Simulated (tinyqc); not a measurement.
Inside a calculation. Method: Hubbard ring of 3 sites. Computed by tinyqc, a small Python program that keeps every step. Settings: hopping = 0.8, U = 6.9, mixing = 0.2, iteration cap = 72. Command: `OMP_NUM_THREADS=1 python tinyqc.py 23183 23184 out.jsonl` (the two numbers bound the seeds that draw the settings). One thread of a shared host (Intel(R) Xeon(R) Processor @ 2.60GHz), about 0.2 s of CPU time with the checks.

one-body matrix (hopping and site energies) (eV), order 1, 2, 3:
$$\begin{pmatrix}
0.220000 & -0.800000 & -0.800000 \\
-0.800000 & 0.030000 & -0.800000 \\
-0.800000 & -0.800000 & 0.200000
\end{pmatrix}$$

U = 6.900000 eV

electrons, up and down: [2, 1]

n(up) at the start (a guess, not normalised): 1 1.000000, 2 0.217000, 3 1.000000

n(down) at the start (a guess): 1 0.000000, 2 0.783000, 3 0.000000

Each step fills the lowest levels of T + U n(other spin) and sets n(new) = n + mixing (n(out) - n); stop when output and input agree to 1e-8.

Course of the cycle:
```
iteration      E (eV)  largest |n(out) - n(in)|  mean |n_up - n_down|
1          0.09422066                  1.85e-01              0.946683
2          0.08848501                  1.50e-01              0.950447
3          0.08496379                  1.21e-01              0.953262
4          0.08276763                  9.82e-02              0.955404
5          0.08138070                  7.94e-02              0.957056
6          0.08049608                  6.42e-02              0.958343
7          0.07992736                  5.20e-02              0.959355
8          0.07955938                  4.20e-02              0.960157
9          0.07932007                  3.40e-02              0.960795
10         0.07916379                  2.75e-02              0.961305
11         0.07906138                  2.23e-02              0.961714
...               ...                       ...                   ...
62         0.07886336                  5.86e-07              0.963455
63         0.07886336                  4.77e-07              0.963455
64         0.07886336                  3.88e-07              0.963455
65         0.07886336                  3.16e-07              0.963455
66         0.07886336                  2.57e-07              0.963455
67         0.07886336                  2.09e-07              0.963455
68         0.07886336                  1.70e-07              0.963455
69         0.07886336                  1.38e-07              0.963455
70         0.07886336                  1.13e-07              0.963455
71         0.07886336                  9.17e-08              0.963455
72         0.07886336                  7.47e-08              0.963455
```

Can the last value be used, and what does the course show?

Not by the stop rule, although the second column moves by less than 1e-07 over the last three steps. Not converged within 72 iterations: the residual falls steadily but slowly, by a factor of about 0.81 a step. The lowest mean-field energy found from random starts is 0.07573 eV. Reruns (cap 100 unless said): mixing 0.5: converged in 28 to a higher stationary point (E = 0.07886); mixing 0.9: converged in 11 to a higher stationary point (E = 0.07886); the original settings with a cap of 400: converged in 82 to a higher stationary point (E = 0.07886).
